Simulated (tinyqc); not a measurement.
Tight binding, kagome lattice, step by step. One step of it, computed by the program tinyqc.

Problem. Bloch Hamiltonian at K. H_AB = -t1 - t2 exp(-i k.a1), H_AC = -t1 - t2 exp(-i k.a2), H_BC = -t1 - t2 exp(i k.(a1 - a2)), H_CC = delta.

Parameters chosen for this model:
```
parameter     value                unit
t1         1.540000    eV, up triangles
t2         0.720000  eV, down triangles
delta      0.120000        eV on site C
```

k point K (fractions of the reciprocal vectors): [0.333333, 0.666667]

Give: H(k) at K.

Solution.

H(k) at K (eV), order A, B, C:
$$\begin{pmatrix}
0.0000 & -1.1800+0.6235i & -1.1800-0.6235i \\
-1.1800-0.6235i & 0.0000 & -1.1800+0.6235i \\
-1.1800+0.6235i & -1.1800-0.6235i & 0.1200
\end{pmatrix}$$
